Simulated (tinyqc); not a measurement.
Surface segregation during layer-by-layer epitaxy: two-layer exchange kinetics and the shape of quantum wells and delta layers. Changing the layers in the well N. Computed by tinyqc, a small Python program. Command: `OMP_NUM_THREADS=1 python tinyqc.py 3008821 3008822 out.jsonl mbeseg sweep`. One thread of a shared host (Intel(R) Xeon(R) Processor @ 2.30GHz), about 0.06 s of CPU time with the checks.

Atoms A and B exchange only between the growing layer and the one below it. B is supplied for N layers, then pure A follows.

Inputs (values chosen for the exercise, close to those used for germanium in silicon):
```
quantity                                   value      unit
barrier E1 for B to move up                 1.69        eV
segregation energy E_s                      0.28        eV
attempt frequency nu                          10       THz
growth rate G                               0.69  layers/s
share x0 of B in the flux during the well   0.39         -
layer thickness                             1.36  angstrom
temperature T                                590         C
```

Constants: k_B = 8.617333262e-05 eV/K.

Method:
- p1 = nu exp(-E1/(k_B T)) (B up, A down), p2 = nu exp(-(E1 + E_s)/(k_B T)) (B down); time per layer tau = 1/G; K = p1/p2.
- Temperatures in kelvin are T(C) + 273.15.
- Dilute equilibrium share passed up per layer R_eq = K/(1 + K).
- Each layer is deposited complete with B share x_dep and then exchanges for the time tau = 1/G with the layer below, whose share is b (total c = s + b fixed): ds/dt = p1 b (1 - s) - p2 s (1 - b), s(0) = x_dep. With the roots s1 < s2 of the right side, (s - s1)/(s - s2) = [(s(0) - s1)/(s(0) - s2)] exp(-(p1 - p2)(s2 - s1) tau). The lower layer is then buried with c - s, and s becomes the b of the next layer.
- In the dilute tail each layer passes up the share R = R_eq (1 - exp(-(p1 + p2) tau)); decay length = -layer thickness/ln R.
- Index 0 is the last layer of pure A below the well. Share of B outside the intended layers 1..N = 1 - (sum over 1..N)/(N x0).

One run for each value:
```
layers in the well N  peak share (largest buried share)  share of B outside the well
1                                               0.01379                      0.96655
2                                               0.05420                      0.87349
3                                               0.19127                      0.71005
4                                               0.34321                      0.55062
6                                               0.38917                      0.36885
8                                               0.38999                      0.27666
12                                              0.39000                      0.18444
16                                              0.39000                      0.13833
24                                              0.39000                      0.09222
```

Describe and explain the trends.

Over the rows, peak share (largest buried share) rises from 0.0138 to 0.390, flat over part of the range; share of B outside the well falls from 0.967 to 0.0922 (exponent d ln y / d ln x -0.15 between the first rows and -1.0 between the last). In the dilute limit the share approaches x0 roughly as 1 - R^n.

Caution (all rows): two-layer exchange with complete layers is a simplification that can understate segregation at low temperature; desorption, step-edge exchange and surfactants are left out. Caution (rows 2, 3, 4, 6, 8, 12, 16, 24): the floating layer fills towards saturation, so the dilute decay length holds only far out in the tail.

Extremes, crossings and ranges named in words are read from the listed rows.
